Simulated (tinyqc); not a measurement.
Time-domain thermoreflectance: layered heat flow under a modulated pulse train, and what the signal ratio measures. Changing the boundary conductance G under the metal. Computed by tinyqc, a small Python program. Command: `OMP_NUM_THREADS=1 python tinyqc.py 3114113 3114114 out.jsonl tdtr sweep`. One thread of a shared host (Intel(R) Xeon(R) Processor @ 2.30GHz), about 0.2 s of CPU time with the checks.

Pulses repeat at 80 MHz; heat is laid down at the surface, all layers are isotropic, and the film is in perfect contact with the substrate.

Inputs (values chosen for the exercise, modelled on aluminium on beta-Ga2O3):
```
quantity                               value        unit
metal thickness d                         74          nm
metal conductivity                       170     W/(m K)
metal heat capacity                     2.42  MJ/(m^3 K)
film thickness                           210          nm
film conductivity                        1.6     W/(m K)
film heat capacity                       2.6  MJ/(m^3 K)
substrate conductivity kappa            15.2     W/(m K)
substrate heat capacity C               3.26  MJ/(m^3 K)
modulation frequency f                     2         MHz
spot radius w (1/e^2, pump and probe)    8.6  micrometre
delay t                                  470          ps
```

Stack: metal, film, substrate.

Method:
- Penetration depth sqrt(kappa/(pi f C)); effusivity sqrt(kappa C); cooling time of the metal d C_m/G; Kapitza length kappa/G.
- For radial wave number k and angular frequency W each layer has u = sqrt(4 pi^2 k^2 + i W C/kappa) and gamma = kappa u. Surface impedance from below: Z = 1/gamma for the substrate; a layer of thickness L maps Z to (Z + tanh(u L)/gamma)/(1 + gamma Z tanh(u L)); a boundary adds 1/G.
- Response per absorbed watt H(W) = 2 pi int_0^(2/w) Z(k, W) exp(-pi^2 k^2 w^2) k dk by 20 Gauss-Legendre points.
- Signal: X + iY = sum_(m = -M..M) H(2 pi (f + m f_r)) exp(i 2 pi m f_r t) exp(-pi (m/M)^2 x 4), f_r = 80 MHz, M = 4000, with H(-W) the complex conjugate of H(W); V_in = X, V_out = Y, ratio = -V_in/V_out.

One run for each value:
```
boundary conductance G under the metal (MW/(m^2 K))  ratio -V_in/V_out  V_in (K/mW)  cooling time of the metal (ps)
10                                                              1.7649      0.72592                           17908
19                                                              1.8440      0.63549                            9425
37                                                              1.8528      0.57980                            4840
72                                                              1.8310      0.54618                            2487
140                                                             1.7987      0.52386                            1279
270                                                             1.7701      0.50937                             663
520                                                             1.7507      0.50068                             344
1000                                                            1.7394      0.49585                             179
```

What does the table show?

Over the rows, ratio -V_in/V_out goes from 1.76 through a maximum among these rows, 1.85 at 37.0, to 1.74; V_in (K/mW) falls from 0.726 to 0.496 (exponent d ln y / d ln x -0.21 between the first rows and -0.015 between the last); cooling time of the metal (ps) falls from 17900 to 179 (exponent d ln y / d ln x about -1.0 throughout).

Extremes, crossings and ranges named in words are read from the listed rows.
